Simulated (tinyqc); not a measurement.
# Surface potential of a MOS transistor: implicit equation and explicit approximations: two studies

p-type body, charge-sheet picture, depletion and inversion only, full ionisation (an idealisation for deep acceptors), Boltzmann statistics (rough once Na exp(x - xn) passes about Nc/7). In units of Vt: xg = (Vg - Vfb)/Vt, x = psi/Vt, G = gamma/sqrt(Vt), xn = (2 phiF + Vc)/Vt. The implicit equation is (xg - x)^2 = G^2 [x - 1 + exp(x - xn)] for x above about 3. Cox = eps0 eox/tox.

Inputs (values chosen for the exercise); band and dielectric values those of a made-up semiconductor: temperature T = 300 K; band gap Eg = 1.34 eV; relative permittivity eps_r = 15.2; conduction-band density of states at T Nc = 3.42e19 cm^-3; valence-band density of states at T Nv = 2.85e19 cm^-3; relative permittivity of the gate insulator (close to silicon dioxide) eox = 3.9; insulator thickness tox = 7.6 nm; acceptor density Na = 2.1e17 cm^-3; flat-band voltage Vfb = -0.65 V; channel-body voltage Vc = 0 V; gate-body voltage Vg = 0.77 V.

Constants: q = 1.602176634e-19 C, kB = 1.380649e-23 J/K, Vt = kB T/q, eps0 = 8.8541878128e-14 F/cm where lengths are in cm. Results are converted to the units shown.

Each table varies one quantity; the others keep the values above.

## Accuracy of the approximations against gate voltage

ni = sqrt(Nc Nv) exp(-Eg/(2 Vt)), Eg in volts; phiF = Vt ln(Na/ni); gamma = sqrt(2 q eps0 eps_r Na)/Cox; VT = Vfb + Vt (xn + G sqrt(xn - 1)). Depletion value a = 1 + [sqrt(G^2/4 + xg - 1) - G/2]^2; inversion value b = xn + ln[(xg - xn)^2/G^2 - xn + 1] and first guess y = min(a, b) - ln(1 + exp(-|a - b|)) if a > xn + 1, else b = y = a; one second-order correction with D = exp(y - xn), p = 2 (xg - y) + G^2 (1 + D), w = (xg - y)^2 - G^2 (y - 1 + D): z = y + 2 w/(p + sqrt(p^2 - 2 (2 - G^2 D) w)), or the Newton step z = y + w/p where the root is not real. N_inv = (Cox Vt G/q) [sqrt(x - 1 + exp(x - xn)) - sqrt(x - 1)] at the root. Lambert form (Cox m Vt/q) W0[(G/(2 m sqrt(xn - 1))) exp((Vg - VT)/(m Vt))], m = 1 + G/(2 sqrt(xn - 1)). Errors under 1e-4 mV, and the linear form below VT, are printed as 0.

Accuracy of the approximations against gate voltage:
```
Vg (V)  psi (V)    x - xn  error of y (mV)  error of z (mV)  N_inv (cm^-2)  Cox (Vg - VT)/q (cm^-2)  Lambert form (cm^-2)
0.71    0.78349   -11.523                0                0       2.7604e5                        0              1.8538e5
0.91    0.93014   -5.8508           0.0192                0       7.3467e7                        0              6.4361e7
1.11     1.0751  -0.24502             4.92         -5.49e-3      1.8463e10                        0             1.8489e10
1.31     1.1502    2.6623             14.6            -1.14      3.0478e11                5.6188e11             3.1179e11
1.51     1.1772    3.7048             10.8           -0.429      7.7180e11                1.1291e12             7.8896e11
1.71     1.1930    4.3167             8.30           -0.179      1.2803e12                1.6962e12             1.3072e12
1.91     1.2044    4.7575             6.88          -0.0975      1.8053e12                2.2634e12             1.8412e12
2.11     1.2134    5.1058             5.94          -0.0613      2.3392e12                2.8306e12             2.3833e12
2.31     1.2209    5.3957             5.27          -0.0420      2.8786e12                3.3978e12             2.9305e12
```

What does the table show?

psi rises from 0.783 to 1.22 V and ends 5.4 Vt above 2 phiF + Vc. Among the rows the first guess is off by at most 15 mV (at Vg = 1.31 V) and the corrected value by at most 1.1 mV. In the last row the linear form is 18 % above N_inv and the Lambert form 1.8 % above it; in the first row the Lambert form is 33 % below it. For Vg = 1.51, 1.71, 1.91, 2.11, 2.31 the electron quasi-Fermi level lies less than 2 Vt below the band edge at the surface, or above it, where degeneracy and confinement, left out, matter.

## Effect of the acceptor density at fixed gate voltage

Same model as above.

Vfb is held fixed.

Effect of the acceptor density at fixed gate voltage:
```
Na (cm^-3)  psi (V)    x - xn  error of y (mV)  error of z (mV)  N_inv (cm^-2)  Cox (Vg - VT)/q (cm^-2)  Lambert form (cm^-2)
7e15          1.054     5.750             19.4             5.34       6.897e11                 1.137e12              7.427e11
1.5e16        1.067     4.730             19.6             5.32       4.881e11                 8.660e11              5.185e11
3.4e16        1.071     3.250             19.4            -4.20       2.162e11                 4.862e11              2.262e11
7.3e16        1.025  -0.06885             3.92         -2.21e-3       1.329e10                  7.255e9              1.335e10
1.6e17       0.8843    -7.079          5.18e-3                0        1.928e7                        0               1.623e7
3.5e17       0.7118    -15.32                0                0           8426                        0                  4044
7.7e17       0.5245    -24.14                0                0          2.157                        0                0.2353
```

Read the table: what changes, and by how much?

As Na goes from 7e15 to 7.7e17, psi goes from 1.05 through a maximum of 1.07 (at Na = 3.4e16 among the rows listed) to 0.524 V, x - xn falls from 5.75 to -24.1 and N_inv falls from 6.90e11 to 2.16 cm^-2. The Lambert form lies between 0.109 and 1.08 times N_inv.

Numbers from tinyqc (`OMP_NUM_THREADS=1 python tinyqc.py 2122105 2122106 out.jsonl`; about 0.01 s on one thread of a shared Intel Xeon 2.30GHz).
